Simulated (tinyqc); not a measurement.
Stacked nanosheet transistor, parasitic resistance, capacitance and delay: one step of the calculation.

Ns sheets share one contact on top; each has perimeter p = 2 (Ws + ts) and cross-section A = Ws ts; contact width Wc = Ws + 10 nm, stack height Hs = Ns pv. Sheet 1 is the top one. Contact length Lc = CPP - Lg - 2 Lsp, shared by two neighbouring gates. Source and drain sides are equal. The formulas are first-order estimates, not field solutions.

Task. Geometry and resistances. Epitaxy sheet resistance Rsh = re/te, transfer length LT = sqrt(rc/Rsh), contact Rc = [sqrt(rc Rsh)/Wc] coth(Lc/(2 LT)); extension of one sheet Rx = rx Lsp/A. Effective width N p; for equal currents and rv = 0 one side has Rc + Rx/N.

Parameters, values chosen for the exercise; values close to those of silicon logic devices:
```
symbol,value,unit,meaning
Ns,3,,number of sheets
Ws,12,nm,sheet width
ts,6,nm,sheet thickness
CPP,70,nm,contacted gate pitch
Lg,18,nm,gate length
Lsp,7,nm,spacer length
rc,3.2e-9,ohm cm^2,contact resistivity
re,0.00051,ohm cm,resistivity of the source-drain epitaxy
te,25,nm,current-carrying depth of the epitaxy
rx,0.00088,ohm cm,resistivity of the extension
```

Find: Lc; effective width; Rsh; LT; Rc; Rx; one side times effective width.

Result.

Lc = 38.00 nm
effective width = 108.0 nm
Rsh = 204.0 ohm
LT = 39.61 nm
Rc = 823.4 ohm
Rx = 855.6 ohm
one side times effective width = 119.7 ohm um

tinyqc, about 0.06 s, one thread, Intel Xeon 2.30GHz (shared host): `OMP_NUM_THREADS=1 python tinyqc.py 2170067 2170068 out.jsonl`
